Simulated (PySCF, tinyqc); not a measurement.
Worked calculation: FCI on RHF in the sto-3g basis, for H4, spin multiplicity 1. The lowest restricted solution is unstable here: a spin-polarised one lies 0.0172 hartree lower (PySCF). One step of it, computed by the program tinyqc.

Task: FCI: determinants and Hamiltonian. Slater-Condon rules over spin orbitals, with the nuclear repulsion added and E(HF) subtracted on the diagonal. Only determinants linked to the reference directly or through others are kept (one block of an abelian symmetry group), so some states are absent.

one-electron integrals over orbitals h = C^T H C (hartree):
$$\begin{pmatrix}
-1.374789 & 0.000000 & 0.084731 & 0.000000 \\
0.000000 & -1.318771 & 0.000000 & -0.075352 \\
0.084731 & 0.000000 & -1.039335 & 0.000000 \\
0.000000 & -0.075352 & 0.000000 & -0.969455
\end{pmatrix}$$

Two-electron integrals over orbitals (pq|rs), unique and non-zero (hartree):
```
(11|11) 0.381565    (21|21) 0.199926    (22|11) 0.377166    (22|22) 0.381327
(31|11) -0.032274   (31|22) -0.002766   (31|31) 0.113012    (32|21) 0.046925
(32|32) 0.106851    (33|11) 0.376669    (33|22) 0.378373    (33|31) -0.004679
(33|33) 0.390623    (41|21) 0.009705    (41|32) -0.095485   (41|41) 0.100290
(42|11) 0.037789    (42|22) 0.009479    (42|31) -0.113693   (42|33) 0.007056
(42|42) 0.116726    (43|21) -0.199234   (43|32) -0.049213   (43|41) -0.008219
(43|43) 0.210820    (44|11) 0.393508    (44|22) 0.388991    (44|31) -0.035060
(44|33) 0.398972    (44|42) 0.040247    (44|44) 0.419039
```

nuclear repulsion = 1.55287140 hartree

Hartree-Fock energy = -1.96254615 hartree

Give: determinants; H - E(HF) between determinants.

Result:

Occupation strings over the orbitals (2 doubly, a alpha, b beta, 0 empty; spin orbitals ordered 1a 1b 2a 2b ...): 2200 2a0b a2b0 2b0a b2a0 aabb 2020 abab 2002 abba baab 0220 baba 0202 bbaa a0b2 0a2b b0a2 0b2a 0022

H - E(HF) between determinants (hartree):
```
         2200     2a0b     a2b0     2b0a     b2a0     aabb     2020     abab
2200   0.0000   0.0000   0.0000   0.0000   0.0000   0.0182   0.1069   0.0955
2a0b   0.0000   0.4893   0.0855  -0.1167   0.1137  -0.0228  -0.0492   0.0469
a2b0   0.0000   0.0855   0.4260   0.1137  -0.1130  -0.0282  -0.0469   0.0492
2b0a   0.0000  -0.1167   0.1137   0.4893   0.0855   0.0000   0.0492  -0.0082
b2a0   0.0000   0.1137  -0.1130   0.0855   0.4260   0.0000   0.0469  -0.0097
aabb   0.0182  -0.0228  -0.0282   0.0000   0.0000   0.7160  -0.0955  -0.1069
2020   0.1069  -0.0492  -0.0469   0.0492   0.0469  -0.0955   0.7400  -0.1037
abab   0.0955   0.0469   0.0492  -0.0082  -0.0097  -0.1069  -0.1037   0.8970
2002   0.1167   0.0308   0.0000  -0.0308   0.0000   0.1137   0.2108  -0.1992
abba  -0.1137   0.0000  -0.0307   0.0323   0.0000  -0.1167   0.1992  -0.2108
baab  -0.1137  -0.0323   0.0000   0.0000   0.0307  -0.1130   0.1992  -0.1999
0220   0.1130   0.0000   0.0276   0.0000  -0.0276   0.1137   0.1999  -0.1992
baba   0.0955   0.0082   0.0097  -0.0469  -0.0492  -0.1003  -0.1037   0.0000
0202   0.1003  -0.0097  -0.0082   0.0097   0.0082  -0.0955   0.0000  -0.1037
bbaa   0.0182   0.0000   0.0000   0.0228   0.0282   0.0000  -0.0955  -0.1003
a0b2   0.0000  -0.1137   0.1167   0.0182   0.0000   0.0000   0.0082  -0.0492
0a2b   0.0000   0.1130  -0.1137   0.0000   0.0182   0.0047   0.0097  -0.0469
b0a2   0.0000   0.0182   0.0000  -0.1137   0.1167   0.0000  -0.0082   0.0097
0b2a   0.0000   0.0000   0.0182   0.1130  -0.1137   0.0000  -0.0097   0.0082
0022   0.0000   0.0000   0.0000   0.0000   0.0000   0.0182   0.1003   0.0955

         2002     abba     baab     0220     baba     0202     bbaa     a0b2
2200   0.1167  -0.1137  -0.1137   0.1130   0.0955   0.1003   0.0182   0.0000
2a0b   0.0308   0.0000  -0.0323   0.0000   0.0082  -0.0097   0.0000  -0.1137
a2b0   0.0000  -0.0307   0.0000   0.0276   0.0097  -0.0082   0.0000   0.1167
2b0a  -0.0308   0.0323   0.0000   0.0000  -0.0469   0.0097   0.0228   0.0182
b2a0   0.0000   0.0000   0.0307  -0.0276  -0.0492   0.0082   0.0282   0.0000
aabb   0.1137  -0.1167  -0.1130   0.1137  -0.1003  -0.0955   0.0000   0.0000
2020   0.2108   0.1992   0.1992   0.1999  -0.1037   0.0000  -0.0955   0.0082
abab  -0.1992  -0.2108  -0.1999  -0.1992   0.0000  -0.1037  -0.1003  -0.0492
2002   1.0010   0.0855   0.0855   0.0000  -0.1992   0.1999   0.1137  -0.0094
abba   0.0855   0.9196   0.0000   0.0855  -0.1999   0.1992  -0.1130   0.0590
baab   0.0855   0.0000   0.9196   0.0855  -0.2108   0.1992  -0.1167   0.0000
0220   0.0000   0.0855   0.0855   0.8709  -0.1992   0.2108   0.1137   0.0000
baba  -0.1992  -0.1999  -0.2108  -0.1992   0.8970  -0.1037  -0.1069  -0.0097
0202   0.1999   0.1992   0.1992   0.2108  -0.1037   1.0618  -0.0955   0.0469
bbaa   0.1137  -0.1130  -0.1167   0.1137  -0.1069  -0.0955   0.7160   0.0000
a0b2  -0.0094   0.0590   0.0000   0.0000  -0.0097   0.0469   0.0000   1.2319
0a2b   0.0000   0.0000   0.0504  -0.0025  -0.0082   0.0492   0.0000   0.0855
b0a2   0.0094   0.0000  -0.0590   0.0000   0.0492  -0.0469   0.0000  -0.1130
0b2a   0.0000  -0.0504   0.0000   0.0025   0.0469  -0.0492  -0.0047   0.1137
0022   0.1130  -0.1137  -0.1137   0.1167   0.0955   0.1069   0.0182   0.0182

         0a2b     b0a2     0b2a     0022
2200   0.0000   0.0000   0.0000   0.0000
2a0b   0.1130   0.0182   0.0000   0.0000
a2b0  -0.1137   0.0000   0.0182   0.0000
2b0a   0.0000  -0.1137   0.1130   0.0000
b2a0   0.0182   0.1167  -0.1137   0.0000
aabb   0.0047   0.0000   0.0000   0.0182
2020   0.0097  -0.0082  -0.0097   0.1003
abab  -0.0469   0.0097   0.0082   0.0955
2002   0.0000   0.0094   0.0000   0.1130
abba   0.0000   0.0000  -0.0504  -0.1137
baab   0.0504  -0.0590   0.0000  -0.1137
0220  -0.0025   0.0000   0.0025   0.1167
baba  -0.0082   0.0492   0.0469   0.0955
0202   0.0492  -0.0469  -0.0492   0.1069
bbaa   0.0000   0.0000  -0.0047   0.0182
a0b2   0.0855  -0.1130   0.1137   0.0182
0a2b   1.1652   0.1137  -0.1167   0.0282
b0a2   0.1137   1.2319   0.0855  -0.0182
0b2a  -0.1167   0.0855   1.1652  -0.0282
0022   0.0282  -0.0182  -0.0282   1.4817
```
